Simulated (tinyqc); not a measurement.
Dead time against afterpulsing.

Afterpulse probability pap = pa (Cd Vx/q) exp(-td/tt) Pm, with Pm the trigger probability of a released carrier; largest rate 1/td; each true event gives 1/(1 - pap) counts.

Values chosen for this exercise:
- Vx = 3.1 V (excess bias)
- Cd = 65 fF (diode capacitance)
- pa = 7.9e-8 (trapping probability per avalanche carrier)
- tt = 12 ns (trap release time)

Constants: q = 1.602176634e-19 C. Results are converted to the units shown.

Pm = 0.4

Dead time against afterpulsing:
```
td (ns)   pap (%)  largest rate (1e6/s)  counts per event
2.4         3.254                 416.7             1.034
3.9         2.871                 256.4             1.030
6.3         2.351                 158.7             1.024
10          1.727                 100.0             1.018
17         0.9638                 58.82             1.010
27         0.4189                 37.04             1.004
44         0.1016                 22.73             1.001
72       0.009851                 13.89             1.000
```

The afterpulse probability falls from 3.25 to 0.00985 %, a factor of ten for every 27.6 ns, while the largest rate falls from 417 to 13.9 million a second.

Numbers from tinyqc (`OMP_NUM_THREADS=1 python tinyqc.py 2630042 2630043 out.jsonl`; about 0.01 s on one thread of a shared Intel Xeon 2.30GHz).
